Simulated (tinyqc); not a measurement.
# Velocity overshoot from momentum and energy balance equations after a field step, step by step

A worked calculation. Computed by tinyqc, a small Python program that keeps every step. Command: `OMP_NUM_THREADS=1 python tinyqc.py 3015341 3015342 out.jsonl overshoot walk`. One thread of a shared host (Intel(R) Xeon(R) Processor @ 2.30GHz), about 0.02 s of CPU time with the checks. Intermediate numbers are printed to about 7 digits and carried at full precision; extremes and crossings named in words are read from the listed rows.

At t = 0 the field jumps from 0 to F in a uniform sample. v is the drift velocity and u = w - (3/2) k_B T the excess energy per carrier.

Inputs (values chosen for the exercise, modelled on electrons in strained silicon except for tau_E):
```
quantity                      value        unit
effective mass m                0.2         m_0
low-field mobility mu_0        2700  cm^2/(V s)
saturation velocity v_s         1.1    1e7 cm/s
energy relaxation time tau_E   0.43          ps
field after the step F          5.9       kV/cm
lattice temperature T           300           K
time step dt                     20          fs
```

Scheme: explicit Euler.

Constants: m_0 = 9.1093837015e-31 kg; e = 1.602176634e-19 C; k_B = 8.617333262e-05 eV/K.

## Constants and steady state

dv/dt = e F/m - v/tau_m(u), du/dt = e F v - u/tau_E, tau_m(u) = tau_0/(1 + c u), tau_0 = m mu_0/e, c = mu_0/(e tau_E v_s^2); this choice gives the steady state v (1 + mu_0 F v/v_s^2) = mu_0 F, which saturates at v_s. Steady velocity v = 2 mu_0 F/(1 + sqrt(1 + 4 (mu_0 F/v_s)^2)); u = e F v tau_E; carrier temperature T + 2u/(3 k_B), neglecting the drift energy m v^2/2.

tau_0 = 307.0240 fs

c = 51.89314 1/eV

acceleration e F/m = 0.005188519 1e7 cm/s per fs

steady velocity = 0.7839307 1e7 cm/s

steady excess energy = 0.01988832 eV

steady carrier temperature = 453.8629 K

tau_E/tau_0 = 1.40, and in the steady state tau_m has shrunk to 151.1 fs.

## First four steps

dv/dt = e F/m - v/tau_m(u), du/dt = e F v - u/tau_E, tau_m(u) = tau_0/(1 + c u), tau_0 = m mu_0/e, c = mu_0/(e tau_E v_s^2); this choice gives the steady state v (1 + mu_0 F v/v_s^2) = mu_0 F, which saturates at v_s. Step: v_new = v + dt (e F/m - v/tau_m(u)), u_new = u + dt (e F v - u/tau_E). Start v = u = 0; the distance adds dt (v + v_new)/2.

Steps:
```
step  t (fs)  v (1e7 cm/s)        u (eV)  tau_m (fs)
1         20     0.1037704             0    307.0240
2         40     0.2007810  1.224490e-04    305.0854
3         60     0.2913891  3.536753e-04    301.4907
4         80     0.3758296  6.810645e-04    296.5434
```

After the first step u is still 0, below the drift energy m v^2/2, because the explicit scheme uses the old v: an error of the finite time step.

## The whole transient

Run to 8 times the larger of tau_E and tau_0, but at most 20001 steps, and stop early if |v| > 1000 v_s or u < -1/(2c); the run is accepted if the last v is within 0.5 % of the steady value.

Selected steps, the peak among them:
```
step  t (fs)  v (1e7 cm/s)      u (eV)  distance (nm)
1         20     0.1037704  0.00000000   1.037704e-01
2         40     0.2007810  0.00012245   4.083218e-01
3         60     0.2913891  0.00035368   9.004919e-01
4         80     0.3758296  0.00068106   1.567711e+00
7        140     0.5934010  0.00212623   4.498955e+00
10       200     0.7588439  0.00405289   8.578443e+00
16       320     0.9460231  0.00844279   1.898072e+01
21       420     0.9875682  0.01186880   2.871351e+01
23       460     0.9851731  0.01306664   3.266102e+01
35       700     0.8930514  0.01779255   5.530661e+01
52      1040     0.8052097  0.01970602   8.388486e+01
78      1560     0.7840033  0.01991671   1.249612e+02
116     2320     0.7838670  0.01988945   1.845256e+02
173     3460     0.7839309  0.01988831   2.738925e+02
```

peak velocity = 0.9875682 1e7 cm/s

time of the peak = 420 fs

distance at the peak = 28.71351 nm

last relative deviation from the steady velocity = 2.176568e-07

peak over steady velocity = 1.259765

The velocity overshoots to 1.26 times its steady value: momentum follows the field within tau_m while the energy, and with it the scattering rate, builds up over tau_E. A channel shorter than a few times 29 nm would see this.

## Error of the time step

The peak velocity is recomputed with dt/2 and dt/4 and by an adaptive Runge-Kutta method (tolerance 1e-9).

Peak velocity:
```
step      v_peak (1e7 cm/s)  error (%)
dt                0.9875682   1.877601
dt/2              0.9781606   0.907106
dt/4              0.9736905   0.445970
adaptive          0.9693674   0.000000
```

The explicit scheme puts the peak 1.88 % too high; halving dt divides the error by 2.07, as a first-order method should.

Checks made by the program: peak at dt/4 against the adaptive solution (relative difference 4e-03).
